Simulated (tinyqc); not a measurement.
Inside a calculation. Method: power iteration on a symmetric matrix. Computed by tinyqc, a small Python program that keeps every step. Settings: method = power, shift = 1.81. Command: `OMP_NUM_THREADS=1 python tinyqc.py 24690 24691 out.jsonl` (the two numbers bound the seeds that draw the settings). One thread of a shared host (Intel(R) Xeon(R) Processor @ 2.60GHz), about 0.01 s of CPU time with the checks.

## Step 1

A, lower triangle:
```
,1,2,3
1,0.80900
2,-0.24000,2.22300
3,0.16600,-0.01100,3.18000
```

vector v at the start: 0.57735  0.57735  0.57735

shift = 1.81000

w = (A - shift) v; v' = w/|w| with its largest component positive (the first on a tie); lambda = v'^T A v'.

vector after step 1: -0.57400  0.08650  0.81428

Rayleigh quotient after step 1 = 2.25877

## Step 2

As before.

vector after step 2: 0.55506  0.13255  0.82118

Rayleigh quotient after step 2 = 2.54633

## Course of the iteration

Stop when the residual |A v - lambda v| is below 1e-9.

Steps:
```
step,lambda,residual
1,2.2587674,1.16e+00
2,2.5463310,1.07e+00
3,2.7723863,9.19e-01
4,2.9305201,7.54e-01
5,3.0337107,6.01e-01
6,3.0979900,4.70e-01
7,3.1368616,3.63e-01
8,3.1599460,2.79e-01
9,3.1735071,2.13e-01
10,3.1814230,1.63e-01
11,3.1860265,1.24e-01
12,3.1886978,9.45e-02
13,3.1902460,7.19e-02
14,3.1911426,5.47e-02
15,3.1916616,4.16e-02
16,3.1919620,3.17e-02
17,3.1921358,2.41e-02
18,3.1922364,1.83e-02
19,3.1922946,1.39e-02
20,3.1923282,1.06e-02
21,3.1923477,8.07e-03
22,3.1923590,6.14e-03
23,3.1923655,4.67e-03
24,3.1923693,3.55e-03
25,3.1923715,2.70e-03
26,3.1923727,2.05e-03
27,3.1923735,1.56e-03
28,3.1923739,1.19e-03
29,3.1923741,9.04e-04
30,3.1923743,6.87e-04
```

all eigenvalues, for comparison: 0.75853  2.26109  3.19237

Not converged in 30 steps: the residual falls only by the ratio of the two largest distances of eigenvalues from the shift, 0.76 a step.
